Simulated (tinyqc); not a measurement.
## Stability and critical current from long pulses

Problem. For long pulses a magnetic tunnel junction switches at I = Ic0 [1 - ln(tp/t0)/Delta]. Find Ic0 and Delta.

Parameters, values chosen for the exercise: attempt time t0 = 1 ns.

switching current for pulses of 0.0001 and 1 s (uA): 6.7648087  5.5759238

Solution. I is linear in ln tp: it equals Ic0 at tp = t0, and the slope is -Ic0/Delta.

Ic0 = 8.25 uA
Delta = 63.9

tinyqc, about 0.01 s, one thread, Intel Xeon 2.30GHz (shared host): `OMP_NUM_THREADS=1 python tinyqc.py 2450065 2450066 out.jsonl`
